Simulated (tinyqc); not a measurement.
Where the concentration falls to given levels: concentration-dependent dopant diffusion with charged defects and the built-in field. Computed by tinyqc, a small Python program. Command: `OMP_NUM_THREADS=1 python tinyqc.py 3002012 3002013 out.jsonl extrinsic walk`. One thread of a shared host (Intel(R) Xeon(R) Processor @ 2.30GHz), about 0.1 s of CPU time with the checks.

A constant source C_s feeds a half space. The dopant moves through neutral point defects and through charged ones, whose number grows with the majority carrier density n.

Inputs (values chosen for the exercise, modelled on antimony in silicon): neutral prefactor D0x = 0.212 cm^2/s; neutral activation energy E0 = 3.64 eV; singly charged prefactor D01 = 16.1 cm^2/s; activation energy E1 = 4.07 eV; surface concentration C_s = 2.1e+20 1/cm^3; temperature T = 1150 C; time t = 50 s.

Field enhancement: on.

Constants: k_B = 8.617333262e-05 eV/K.

Method:
- n_i = 3.87e16 T^1.5 exp(-7014/T) per cm^3 (T in kelvin, an empirical form); each D = prefactor x exp(-E/(k_B T)); the intrinsic diffusivity D_i is their sum.
- Temperatures in kelvin are T(C) + 273.15.
- n = C/2 + sqrt(C^2/4 + n_i^2); D(C) = h [Dx + D1 (n/n_i)], h = 1 + C/sqrt(C^2 + 4 n_i^2).
- With y = x/sqrt(D_s t), u = C/C_s and q = -(D/D_s) du/dy: du/dy = -q D_s/D, dq/dy = -(y/2) q D_s/D, u(0) = 1. The surface flux q(0) is shot so that u tends to 0 (LSODA, an adaptive multistep solver, relative tolerance 1e-10). Dose Q = 2 q(0) C_s sqrt(D_s t).
- For comparison, erfc profiles with a constant D: x = 2 sqrt(D t) erfc^-1(C/C_s), with D = D_i and D = D_s.

partial diffusivities (cm^2/s): Dx 2.72937e-14, D1 6.22014e-14

n_i = 1.50371e+19 1/cm^3

surface diffusivity D_s = 1.79170e-12 cm^2/s

intrinsic diffusivity D_i = 8.94951e-14 cm^2/s

Depth (nm):
```
C/C_s       D/D_s    full  erfc with D_i  erfc with D_s
8.00e-01  0.80601   38.71           7.58          33.91
5.00e-01  0.51490   87.44          20.18          90.28
2.00e-01  0.22364  129.93          38.34         171.54
1.00e-01  0.12866  144.08          49.21         220.17
3.00e-02  0.06986  156.68          64.92         290.48
1.00e-02  0.05611  163.98          77.06         344.79
1.00e-03  0.05054  176.30          98.44         440.45
1.00e-04  0.05001  187.40         116.39         520.77
```

What follows from these numbers?

The depth between C/C_s = 0.1 and 1e-4 spans 43.3 nm in the full profile, against 67.2 nm for D_i and 301 nm for D_s; the ratio of the depths at 1e-4 and at 0.5 is 2.14, against 5.77 for any erfc. The profile is box-like: fast diffusion in the heavily doped part feeds a front that moves slowly where D drops to D_i. Caution: at such a C_s dopants can cluster or exceed their solubility, which the model leaves out.
